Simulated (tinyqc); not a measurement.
# A clean chain and dephasing by Buettiker voltage probes: coherent and dephased transmission against energy

Sites 1 to 6 form a chain with hopping -t. Lead L joins site 1 and lead R site 6, both semi-infinite chains with hopping -t and site energy 0. Every site carries a probe with self-energy -i Gamma_p/2 that draws no net current. Linear response at zero temperature: mu_L = 1, mu_R = 0 in units of the bias.

Sigma = t^2 g(E), g(x) = (x - i sqrt(4 t^2 - x^2))/(2 t^2) for |x| < 2 t and (x - sign(x) sqrt(x^2 - 4 t^2))/(2 t^2) otherwise; Gamma = -2 Im Sigma; G = (E - H - Sigma_L - Sigma_R + i Gamma_p/2)^(-1). With Gamma the broadening by one lead, T_RL = Gamma^2 |G_(6,1)|^2, T_pL = Gamma Gamma_p |G_(p,1)|^2, T_pR = Gamma Gamma_p |G_(p,6)|^2, T_pq = Gamma_p^2 |G_(p,q)|^2 for p != q. No current into probe p: W mu = T_pL with W_pp = T_pL + T_pR + sum_q T_pq and W_pq = -T_pq. Then T_eff = T_RL + sum_p T_pR mu_p, and the resistance is (h/2q^2)/T_eff. Without probes means Gamma_p = 0.

Parameters, values chosen for the exercise:
- t = 1 eV (hopping (matrix element -t))
- U = [0, 0, 0, 0, 0, 0] eV (site energies 1 to N)
- gp = 0.24 eV (probe broadening Gamma_p)

The same in every row: T without probes = 1.000.

Coherent and dephased transmission against energy:
```
E (eV)	T_eff
-1.8	0.5367
-1.5	0.6460
-1.2	0.6884
-0.9	0.7117
-0.6	0.7258
-0.3	0.7326
0	0.7344
0.3	0.7326
0.6	0.7258
0.9	0.7117
1.2	0.6884
1.5	0.6460
1.8	0.5367
```

Without probes T is 1.00 in every row, with them between 0.537 and 0.734. The probes lower it in 13 rows and raise it in 0.

tinyqc, about 0.01 s, one thread, Intel Xeon 2.30GHz (shared host): `OMP_NUM_THREADS=1 python tinyqc.py 2700112 2700113 out.jsonl`
